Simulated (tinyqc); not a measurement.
Drifting, spreading and decaying minority pulse (Haynes-Shockley), Crank-Nicolson time steps: two steps of the calculation.

Low injection in a uniform field: dn/dt = D d2n/dx2 - v dn/dx - n/tau with D = mu Vt and v = mu F towards +x. Exact solution on an infinite bar for a Gaussian start at x0: n = N0 exp(-t/tau) exp(-(x - x0 - v t)^2/(2 s^2))/sqrt(2 pi s^2), s^2 = s0^2 + 2 D t.

Parameters, values chosen for the exercise; mobility that of a made-up semiconductor: temperature T = 250 K; minority-carrier mobility mu = 429 cm^2/(V s); sweep field along the drift F = 2.5 V/cm; mesh step hx = 190 um; lifetime tau = 7.4e-5 s; time step dt = 1.5e-5 s.

Constants: q = 1.602176634e-19 C, kB = 1.380649e-23 J/K, Vt = kB T/q. Results are converted to the units shown.

Problem 1. Coefficients of the scheme. Exponentially fitted fluxes: d = F hx/Vt, B(d) = d/(exp(d) - 1), k = D dt/hx^2; (L n)_i = a n_(i-1) + b n_i + c n_(i+1) with a = k B(-d), c = k B(d), b = -a - c - dt/tau. Explicit steps keep n positive for dt up to 1/[(D/hx^2)(B(d) + B(-d)) + 1/tau].

Wanted: D; v; d; a; b; c; positivity limit of dt.

Solution 1.

D = 9.242 cm^2/s
v = 1072 cm/s
d = 2.205
a = 0.9516
b = -1.259
c = 0.1049
positivity limit of dt = 1.191e-5 s

Problem 2. Densities after a time step. (L n)_i = a n_(i-1) + b n_i + c n_(i+1), n = 0 beyond the ends. Crank-Nicolson step: solve n(new) - L n(new)/2 = n + L n/2.

a = 0.95164471
b = -1.2592816
c = 0.10493418
n at t = 2 dt, node 1 to 12 (in units of 1e10 cm^-3): 0.0890347  0.4322905  1.2808265  2.6088119  3.7285234  3.7811952  2.7864107  1.5663678  0.7216311  0.2927850  0.1100436  0.0389379

Find: n at t = 3 dt.

Solution 2.

n at t = 3 dt, node 1 to 12 (in units of 1e10 cm^-3): 0.040  0.197  0.602  1.334  2.209  2.768  2.661  2.010  1.239  0.652  0.306  0.130

tinyqc, about 0.01 s, one thread, Intel Xeon 2.30GHz (shared host): `OMP_NUM_THREADS=1 python tinyqc.py 2310118 2310119 out.jsonl`
